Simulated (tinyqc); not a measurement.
Temperatures in a stack of 3 dies with leakage feedback: one step of the calculation.

One-dimensional heat flow to a sink below die 0. The power of each die is released in a plane at its top; from the plane of die j > 0 heat crosses its silicon (ts), a bond layer and the wiring of die j - 1; from die 0 it crosses t0, paste and sink. Copper shares the path through bond and wiring in parallel: k_eff = fm km + (1 - fm) k. Silicon is taken at the temperature of the plane above it. Leakage is P_l exp((T - 350 K)/Tl).

Question. Resistances per area at 300 K. R = thickness/conductivity for each layer.

Parameters, values chosen for the exercise; conductivities of the order met in silicon, wiring layers, bonds and pastes:
```
symbol  value      unit                                       meaning
k0        144   W/(m K)              conductivity of silicon at 300 K
ts         20        um                    thickness of a thinned die
t0        300        um         thickness of the die next to the sink
tb          6        um                thickness of the wiring layers
kb        1.8   W/(m K)             conductivity of the wiring layers
tg         10        um                     thickness of a bond layer
kg          1   W/(m K)           conductivity of the bond dielectric
fm        0.1            area share of copper through bond and wiring
km        390   W/(m K)                        conductivity of copper
Rt       0.27  K cm^2/W                                 paste and lid
Rs       0.44  K cm^2/W                                     heat sink
```

Find: thick die; thinned die; k_eff of the bond; k_eff of the wiring; bond plus wiring; paste plus sink.

Answer.

thick die = 0.020833 K cm^2/W
thinned die = 0.0013889 K cm^2/W
k_eff of the bond = 39.900 W/(m K)
k_eff of the wiring = 40.620 W/(m K)
bond plus wiring = 0.0039834 K cm^2/W
paste plus sink = 0.71000 K cm^2/W

Program tinyqc, `OMP_NUM_THREADS=1 python tinyqc.py 2162104 2162105 out.jsonl`; Intel Xeon 2.30GHz, shared host, one thread, about 0.04 s.
